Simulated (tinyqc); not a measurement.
# From current I/W back to channel length L

Model: inversion-layer mobility, back-scattering and ballistic limit of a field-effect transistor. Computed by tinyqc, a small Python program. Command: `OMP_NUM_THREADS=1 python tinyqc.py 3004799 3004800 out.jsonl mos inv`. One thread of a shared host (Intel(R) Xeon(R) Processor @ 2.30GHz), about 0.04 s of CPU time with the checks.

The charge at the top of the source barrier is fixed by the gate; series resistance and short-channel effects are left out. F_j are Fermi integrals normalised to exp(eta) in the classical limit.

Inputs (values chosen for the exercise, modelled on a germanium p-channel): transport mass m = 0.2 m_0; valley degeneracy g_v = 1; weight w of the inversion charge = 0.333; permittivity eps = 16; phonon mobility at 1 MV/cm and 300 K, mu_ph = 270 cm^2/(V s); roughness mobility at 1 MV/cm, mu_sr = 330 cm^2/(V s); Coulomb mobility at N_inv = 1e12/cm^2, mu_C = 640 cm^2/(V s); electrical oxide thickness t_inv = 1.3 nm; depletion charge N_dep = 3.9e+11 1/cm^2; gate overdrive V_G - V_T = 0.43 V; drain voltage V_D = 0.99 V; exponent a of the critical length = 0.59; temperature T = 300 K.

Statistics at the top of the barrier: Fermi-Dirac.

Constants: eps_0 = 8.8541878128e-12 F/m; e = 1.602176634e-19 C; m_0 = 9.1093837015e-31 kg; k_B = 1.380649e-23 J/K; hbar = 1.054571817e-34 J s; k_B = 8.617333262e-05 eV/K.

Method:
- N_inv = 3.9 eps_0 (V_G - V_T)/(e t_inv); effective field E_eff = e (N_dep + w N_inv)/(eps eps_0).
- mu_phonon = mu_ph (E_eff/1 MV/cm)^(-0.3) (T/300 K)^(-1.75); mu_rough = mu_sr (E_eff/1 MV/cm)^(-2); mu_Coulomb = mu_C (N_inv/1e12 cm^-2) (T/300 K); Matthiessen's rule adds 1/mu.
- F_j(eta) = (1/Gamma(j + 1)) int_0^infinity x^j/(1 + exp(x - eta)) dx, F_0 = ln(1 + exp(eta)). Integrals over x = E/(k_B T) use 160 Gauss-Legendre points in u = sqrt(x) from 0 to sqrt(max(eta, 0) + 32).
- Ballistic channel: N_2D = g_v m k_B T/(pi hbar^2), U = e V_D/(k_B T); eta_F solves N_inv = (N_2D/2)[F_0(eta_F) + F_0(eta_F - U)]; v_T = sqrt(2 k_B T/(pi m)); I/W = e (N_2D/2) v_T [F_1/2(eta_F) - F_1/2(eta_F - U)]; injection velocity v_T F_1/2(eta_F)/F_0(eta_F).
- Mean free path lambda = (2 k_B T/e)(mu/v_T) F_0(eta_0)/F_-1/2(eta_0), with eta_0 from N_inv = N_2D F_0(eta_0); critical length l = L (1 + U)^(-a), an empirical rule; back-scattering r = l/(l + lambda). Then eta solves N_inv = (N_2D/2)[(1 + r) F_0(eta) + (1 - r) F_0(eta - U)] and I/W = e (N_2D/2) v_T (1 - r)[F_1/2(eta) - F_1/2(eta - U)].
- Ballistic ratio: I over the ballistic current. Apparent mobility 1/(1/mu + 1/mu_B), mu_B = mu L/lambda.

Task: A run gave the result below. Find the channel length L, known to lie between 11 and 27 nm.

current I/W = 2274.454 microampere/micrometre

Result:

Each step takes the trial c = (a f_b - b f_a)/(f_b - f_a), f being the result less the target and a, b, c the logarithms of the listed values; c replaces end b, the old b replaces a if the sign of f changed, and otherwise f_a is halved.

Scan of the range:
```
channel length L (nm)  current I/W (microampere/micrometre)
11.0                                                2411.40
12.8                                                2365.69
14.8                                                2316.81
17.2                                                2260.66
20.0                                                2198.39
23.2                                                2131.15
27.0                                                2056.28
```

False position (Illinois rule, in the logarithm of the input) inside the bracket:
```
step    end a    end b    trial  current I/W (microampere/micrometre)
1     14.8000  17.2000  16.5767                               2274.99
2     17.2000  16.5767  16.5997                               2274.46
3     17.2000  16.5997  16.6003                               2274.45
4     16.5997  16.6003  16.6000                               2274.45
```

Current I/W falls at every point of a 13-point scan of the range (every second point is shown), so one value fits; it is bracketed by 14.8 and 17.2. Answer: channel length L = 16.60 nm.

Caution: in a degenerate gas the layer that can return carriers is set by E_F rather than k_B T, so l is underestimated.
